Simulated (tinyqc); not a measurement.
Stress in a transistor channel from embedded alloy regions, liners and fins, by half-space elasticity: one step, computed by the program tinyqc. Command: `OMP_NUM_THREADS=1 python tinyqc.py 3003273 3003274 out.jsonl stressor walk`. One thread of a shared host (Intel(R) Xeon(R) Processor @ 2.30GHz), about 0.01 s of CPU time with the checks.

Plane strain in an isotropic half-space, the same constants everywhere; x along the channel from its centre, y downwards from the free surface; stress is positive in tension.

Question. Relaxation at the ends of a cut stripe. Shear-lag estimate for a stripe of length l and height h on a like substrate: the stress along it is s(x)/s_film = 1 - cosh(x/lam)/cosh(l/(2 lam)), lam = (pi/2) g h with g = 1.258; mean = 1 - (2 lam/l) tanh(l/(2 lam)).

Inputs (values chosen for the exercise, modelled on silicon): length of a cut fin or stripe = 120 nm; height of the strained layer h = 54 nm.

Give: transfer length lam; share kept at the centre; share kept on average.

Answer.

transfer length lam = 106.7 nm

share kept at the centre = 0.1396

share kept on average = 0.09357

Cutting has released much of the strain.
